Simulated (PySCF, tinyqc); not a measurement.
Inside a calculation. Method: CIS and TDHF on RHF in the 6-31g basis, for H3+, spin multiplicity 1. The lowest restricted solution is unstable here: a spin-polarised one lies 0.0032 hartree lower (PySCF). One step of it, computed by the program tinyqc.

Task: TDHF (RPA) singlet states. B(ia,jb) = 2 (ia|jb) - (ib|ja); the squared energies are the eigenvalues of (A - B)(A + B); 1 hartree = 27.211386 eV.

CIS matrix A, singlet (hartree):
```
           1>2        1>3        1>4        1>5        1>6
1>2   0.326920   0.000002  -0.000006  -0.017279  -0.000004
1>3   0.000002   0.558489   0.025947   0.000002  -0.007794
1>4  -0.000006   0.025947   1.176678  -0.000008   0.010645
1>5  -0.017279   0.000002  -0.000008   1.272293   0.000005
1>6  -0.000004  -0.007794   0.010645   0.000005   1.362303
```

Two-electron integrals over orbitals (pq|rs), unique and non-zero (hartree):
```
(11|11) 0.509991    (21|11) -0.000020   (21|21) 0.118436    (22|11) 0.406132
(22|21) 0.000024    (22|22) 0.422708    (31|11) 0.077520    (31|21) 0.000005
(31|22) -0.020392   (31|31) 0.081182    (32|11) 0.000009    (32|21) -0.097083
(32|22) -0.000023   (32|31) -0.000011   (32|32) 0.102954    (33|11) 0.402934
(33|21) -0.000019   (33|22) 0.365320    (33|31) 0.028746    (33|32) 0.000017
(33|33) 0.363029    (41|11) 0.057750    (41|21) -2.23e-06   (41|22) 0.072250
(41|31) -0.014694   (41|32) 1.73e-07    (41|33) 0.042323    (41|41) 0.046836
(42|11) 1.12e-06    (42|21) 0.069077    (42|22) 0.000029    (42|31) 3.82e-07
(42|32) -0.052484   (42|33) 2.60e-07    (42|41) 0.000008    (42|42) 0.078403
(43|11) -0.055335   (43|21) -1.87e-06   (43|22) -0.059924   (43|31) 0.005621
(43|32) 1.10e-06    (43|33) -0.034932   (43|41) -0.029810   (43|42) -0.000008
(43|43) 0.034478    (44|11) 0.399425    (44|21) 0.000021    (44|22) 0.410756
(44|31) -0.016252   (44|32) -0.000020   (44|33) 0.352075    (44|41) 0.079392
(44|42) 0.000033    (44|43) -0.069181   (44|44) 0.423986    (51|11) 0.000030
(51|21) -0.049578   (51|22) -3.54e-07   (51|31) 0.000007    (51|32) 0.038554
(51|33) 0.000021    (51|41) 0.000008    (51|42) -0.056581   (51|43) -8.59e-07
(51|44) -1.38e-06   (51|51) 0.041448    (52|11) -0.081877   (52|21) -0.000006
(52|22) -0.098082   (52|31) 0.017507    (52|32) 2.98e-06    (52|33) -0.054973
(52|41) -0.058016   (52|42) -0.000019   (52|43) 0.047851    (52|44) -0.112179
(52|51) -1.53e-06   (52|52) 0.080356    (53|11) 0.000013    (53|21) 0.026586
(53|22) 0.000006    (53|31) 0.000014    (53|32) -0.012450   (53|33) 0.000008
(53|41) 9.38e-07    (53|42) 0.044742    (53|43) 2.37e-06    (53|44) 0.000008
(53|51) -0.030942   (53|52) -3.86e-06   (53|53) 0.032936    (54|11) 0.000024
(54|21) -0.149655   (54|22) -0.000040   (54|31) -7.72e-07   (54|32) 0.133787
(54|33) 0.000023    (54|41) -4.54e-06   (54|42) -0.104756   (54|43) 4.34e-06
(54|44) -0.000040   (54|51) 0.076461    (54|52) 0.000015    (54|53) -0.041962
(54|54) 0.220513    (55|11) 0.383294    (55|21) -1.54e-07   (55|22) 0.410105
(55|31) -0.028132   (55|32) -2.68e-06   (55|33) 0.347043    (55|41) 0.082466
(55|42) 0.000018    (55|43) -0.067119   (55|44) 0.422296    (55|51) 0.000008
(55|52) -0.112863   (55|53) -2.02e-06   (55|54) -0.000012   (55|55) 0.424512
(61|11) -0.077467   (61|21) -0.000008   (61|22) -0.001221   (61|31) -0.062494
(61|32) 0.000014    (61|33) -0.046910   (61|41) -0.004873   (61|42) -0.000012
(61|43) -0.012877   (61|44) 0.002388    (61|51) -0.000010   (61|52) -0.007463
(61|53) -0.000025   (61|54) 0.000014    (61|55) 0.007901    (61|61) 0.091196
(62|11) -0.000012   (62|21) 0.029828    (62|22) -0.000016   (62|31) 0.000014
(62|32) -0.018631   (62|33) -0.000011   (62|41) -0.000013   (62|42) 0.027650
(62|43) 0.000011    (62|44) -0.000019   (62|51) -0.019303   (62|52) 0.000015
(62|53) 0.017700    (62|54) -0.040918   (62|55) -0.000028   (62|61) -0.000014
(62|62) 0.014862    (63|11) -0.117193   (63|21) 0.000019    (63|22) -0.049253
(63|31) -0.052573   (63|32) -0.000007   (63|33) -0.065382   (63|41) -0.026883
(63|42) 0.000014    (63|43) 0.013494    (63|44) -0.052315   (63|51) -0.000031
(63|52) 0.029393    (63|53) -4.43e-06   (63|54) -0.000025   (63|55) -0.044740
(63|61) 0.072248    (63|62) 0.000007    (63|63) 0.080289    (64|11) -0.020391
(64|21) -0.000033   (64|22) 0.027374    (64|31) -0.040173   (64|32) 0.000032
(64|33) -0.001182   (64|41) 0.021930    (64|42) -0.000021   (64|43) -0.009758
(64|44) 0.029920    (64|51) 0.000016    (64|52) -0.025588   (64|53) -0.000016
(64|54) 0.000044    (64|55) 0.038050    (64|61) 0.025435    (64|62) -0.000020
(64|63) 0.017100    (64|64) 0.029896    (65|11) -0.000024   (65|21) -0.044103
(65|22) 0.000010    (65|31) -0.000045   (65|32) 0.044119    (65|33) -3.42e-06
(65|41) 0.000014    (65|42) -0.033377   (65|43) -0.000011   (65|44) 0.000014
(65|51) 0.025367    (65|52) -0.000019   (65|53) -0.010708   (65|54) 0.068055
(65|55) 0.000028    (65|61) 0.000046    (65|62) -0.009604   (65|63) 0.000022
(65|64) 0.000041    (65|65) 0.024772    (66|11) 0.520748    (66|21) -0.000039
(66|22) 0.356101    (66|31) 0.131982    (66|32) 0.000022    (66|33) 0.407997
(66|41) 0.043697    (66|42) -0.000018   (66|43) -0.032273   (66|44) 0.354893
(66|51) 0.000054    (66|52) -0.051537   (66|53) 0.000023    (66|54) 0.000059
(66|55) 0.333859    (66|61) -0.151906   (66|62) -2.88e-06   (66|63) -0.164311
(66|64) -0.054961   (66|65) -0.000056   (66|66) 0.636503
```

Give: TDHF matrix B, singlet; squared energies w^2; TDHF energies from the positive w^2.

Result:

TDHF matrix B, singlet (hartree):
```
        1>2     1>3     1>4     1>5     1>6
1>2   0.118   0.000   0.000  -0.050   0.000
1>3   0.000   0.081  -0.015   0.000  -0.062
1>4   0.000  -0.015   0.047   0.000  -0.005
1>5  -0.050   0.000   0.000   0.041   0.000
1>6   0.000  -0.062  -0.005   0.000   0.091
```

squared energies w^2 (hartree^2): 0.092  0.302  1.383  1.614  1.844

TDHF energies from the positive w^2 (eV): 8.252  14.944  32.005  34.566  36.948
